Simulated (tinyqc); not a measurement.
Inside a calculation: special k points of the hexagonal lattice. Values are carried at full precision from step to step, so a last printed digit may differ when a step is redone from the rounded ones.

Lattice vectors in units of a: a1 = (1, 0), a2 = (-1/2, sqrt(3)/2); reciprocal vectors b_i with a_i . b_j = 2 pi delta_ij. Mesh: k = sum_i f_i b_i with f_i = (2 j_i + shift)/(2 N), j_i = 0 .. N-1. The point group of the lattice has 12 operations; only those that map the mesh onto itself are used.

Inputs chosen for the exercise:
```
symbol  value  unit  meaning
N       5            points along each reciprocal vector
shift   0            half steps
D       1.03   eV    half gap term
t       0.67   eV    coupling
e0      1.65   eV    offset
```

## Irreducible points and weights

Join points that an operation carries into one another (modulo reciprocal vectors); list each class by its first point in the order of (j1, j2, ...).

Irreducible points:
```
f1          f2  weight
0.0000  0.0000       1
0.0000  0.2000       6
0.0000  0.4000       6
0.2000  0.2000       6
0.2000  0.4000       6
```

operations that keep the mesh = 12
irreducible points = 5

The weights add up to 25 = N^2; symmetry saves a factor 5.0.

## Which stars the mesh integrates

A_m(k) = sum over the m-th star of lattice vectors R of cos(k . R), stars in order of length: m = 1: |R|^2 = 1, 6 vectors, such as (1, 1) in the basis a_i; m = 2: |R|^2 = 3, 6 vectors, such as (2, 1) in the basis a_i; m = 3: |R|^2 = 4, 6 vectors, such as (2, 2) in the basis a_i; m = 4: |R|^2 = 7, 12 vectors, such as (3, 2) in the basis a_i; m = 5: |R|^2 = 9, 6 vectors, such as (3, 3) in the basis a_i; m = 6: |R|^2 = 12, 6 vectors, such as (4, 2) in the basis a_i. The zone mean of every A_m is zero.

Lattice vectors in units of a: a1 = (1, 0), a2 = (-1/2, sqrt(3)/2); f are fractions of the reciprocal vectors. Evaluate the first six A_m at each irreducible point (k . R = 2 pi sum f_i n_i) and form the weighted means.

A_m at the points:
```
      m=1     m=2     m=3     m=4     m=5     m=6
1   6.000   6.000   6.000  12.000   6.000   6.000
2   3.236  -0.382  -1.236  -5.236  -1.236  -2.618
3  -1.236  -2.618   3.236  -0.764   3.236  -0.382
4  -0.382  -1.236  -2.618   6.472  -2.618   3.236
5  -2.618   3.236  -0.382  -2.472  -0.382  -1.236
```

weighted means: m=1 0.000, m=2 0.000, m=3 0.000, m=4 0.000, m=5 0.000, m=6 0.000

All six means vanish: the mesh is exact for functions whose Fourier series ends within these stars.

## A zone average from the irreducible points

Test function, the lower band of a two-band insulator: E(k) = -sqrt(D^2 + (e0 - t A_1(k))^2).

Lattice vectors in units of a: a1 = (1, 0), a2 = (-1/2, sqrt(3)/2). Evaluate E at each point and take the weighted mean; the reference uses the unshifted mesh with N = 96.

E at the points (eV): -2.5841  -1.1530  -2.6837  -2.1664  -3.5565

weighted mean = -2.3977 eV
reference mean = -2.3961 eV

The error is -1.56 meV with 5 points.

## Checks

- Weighted mean over irreducible points against the plain mean over the whole mesh (eV): both -2.397673.
- Reference mean against a mesh of N = 102 (eV): both -2.3961.

tinyqc: `OMP_NUM_THREADS=1 python tinyqc.py 1651463 1651464 out.jsonl`; about 0.08 s, one thread, shared Intel(R) Xeon(R) Processor @ 2.30GHz.
